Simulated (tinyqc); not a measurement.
Polar nitride quantum well with polarisation fields: sweeps and comparisons. A value that a table varies takes the place of the one given here.

Growth along [0001]. e_par = (a_sub - a)/a, Ppz = 2 e_par (e31 - e33 C13/C33), P = Psp + Ppz in each layer; strain relaxation and the strain shift of the gaps are left out, although thick layers with more than about 1 % mismatch would relax.

In a periodic stack without free charge the potential drop over a period vanishes: F_w = (P_b - P_w) Lb/(eps0 (eps_w Lb + eps_b Lw)), F_b = -F_w Lw/Lb, eps0 = 8.8541878e-12 F/m; 1 MV/cm = 1e8 V/m = 0.01 V/angstrom.

Envelope functions on cells of 0.25 angstrom over barrier, well, barrier (widths Lb, Lw, Lb), psi = 0 beyond, psi'/m continuous (mean mass between points), c = hbar^2/2m0. With u(z) the integral of e F (F_w in the well, F_b = -F_w Lw/Lb in the barriers, 1 MV/cm = 0.01 V/angstrom), zero at the centre of the well, the electron sees u plus Vc in the barriers and the hole -u plus Vv. The transition is Eg + E_e + E_h; excitons are left out.

Constants: hbar^2/2m0 = 3.80998211 eV angstrom^2; hc = 1239.841984 eV nm.

Inputs chosen for the exercise (near those of a GaN well in AlGaN; not measured data): a_w = 3.189 angstrom (lattice constant a, well); a_b = 3.151 angstrom (lattice constant a, barrier); a_sub = 3.189 angstrom (in-plane lattice constant of the stack); Psp_w = -0.0334 C/m^2 (spontaneous polarisation); Psp_b = -0.0575 C/m^2 (spontaneous polarisation); e31_w = -0.334 C/m^2; e31_b = -0.418 C/m^2; e33_w = 0.683 C/m^2; e33_b = 1.067 C/m^2; C_w = 0.271 (C13/C33); C_b = 0.275 (C13/C33); eps_w = 10.4 (dielectric constant); eps_b = 10.1 (dielectric constant); Lb = 90 angstrom (barrier width); Eg = 3.44 eV (gap of the well); Vc = 0.787 eV (conduction offset); Vv = 0.371 eV (valence offset); me = 0.2 m0 (electron, well); meb = 0.259 m0 (electron, barrier); mh = 1.84 m0 (hole, everywhere); Ls = (12, 18, 24, 30, 36, 45) angstrom (well widths); Lw = 20 angstrom (well width).

## Width of the well

Field, levels and overlap anew for each width.

Results:
```
Lw (angstrom)  F_w (MV/cm)  E (eV)  E without field (eV)  overlap^2  ln overlap^2
12                  -3.967  3.7502                3.8465      0.578         -0.55
18                  -3.752  3.4950                3.6957      0.278         -1.28
24                  -3.559  3.2898                3.6149     0.0931         -2.37
30                  -3.385  3.1101                3.5670     0.0230         -3.77
36                  -3.227  2.9477                3.5364    0.00444         -5.42
45                  -3.016  2.7299                3.5076   0.000263         -8.24
```

The red shift grows from 96 to 778 meV. The line drops below Eg between 18 and 24 angstrom, which a square well can never do. Over the last two rows dE/dLw = -24.2 meV per angstrom, against -|e F_w| = -30.2 in the last row; the field itself weakens by 24 % over the table, since a wider well shares the drop with the barrier. The overlap falls by a factor 2.2e+03.

## Screening the field

F_w = -3.6853 MV/cm

Carriers or a semipolar orientation reduce the field; here it is simply scaled in well and barrier.

Results:
```
share of the field  F_w (MV/cm)  E (eV)     nm  overlap^2  separation (angstrom)
1.0                      -3.685  3.4228  362.2       0.20                   11.3
0.8                      -2.948  3.4960  354.6       0.29                   10.0
0.6                      -2.211  3.5602  348.3       0.43                    8.5
0.4                      -1.474  3.6128  343.2       0.61                    6.5
0.2                      -0.737  3.6496  339.7       0.83                    3.8
0.0                       0.000  3.6635  338.4       0.95                    0.0
```

Full screening shifts the line by -23.8 nm (+241 meV). The first fifth of the screening gives 73 meV and the last fifth 14 meV; a purely quadratic shift would give a ratio of 9, a linear one 1, and here it is 5.3.

## What each parameter does

Polarisation, field, levels and overlap anew. Each row changes one parameter from the base and keeps the others.

Results:
```
case                    F_w (MV/cm)  E (eV)  overlap^2  red shift (meV)
base                         -3.685  3.4228       0.20              241
Lw = 25 angstrom             -3.529  3.2584      0.075              347
Lb = 75 angstrom             -3.559  3.4370       0.22              227
a_sub = 3.179 angstrom       -3.573  3.4345       0.21              229
Psp_b = -0.0633 C/m^2        -4.203  3.3668       0.15              297
e33_w = 0.751 C/m^2          -3.685  3.4228       0.20              241
eps_w = 11.4                 -3.415  3.4506       0.23              213
mh = 1.29 m0                 -3.685  3.4449       0.24              229
Vc = 0.669 eV                -3.685  3.4027       0.18              249
```

The largest shifts from the base row, up to three for each result and ties (the steps differ in size, so this ranks the rows, not the parameters). F_w (MV/cm): Psp_b -0.518, eps_w +0.270, Lw +0.157; unchanged at the printed digits by e33_w, mh and Vc. E (eV): Lw -0.1644, Psp_b -0.0560, eps_w +0.0278; unchanged at the printed digits by e33_w. overlap^2: Lw -0.125, Psp_b -0.0470, mh +0.0360; unchanged at the printed digits by e33_w. red shift (meV): Lw +106, Psp_b +56, eps_w -28; unchanged at the printed digits by e33_w.

Computed by tinyqc, a small Python program: `OMP_NUM_THREADS=1 python tinyqc.py 1252781 1252782 out.jsonl` (the numbers bound the seed that draws the inputs); one thread of a shared host (Intel(R) Xeon(R) Processor @ 2.30GHz), about 0.07 s for the whole set of steps.
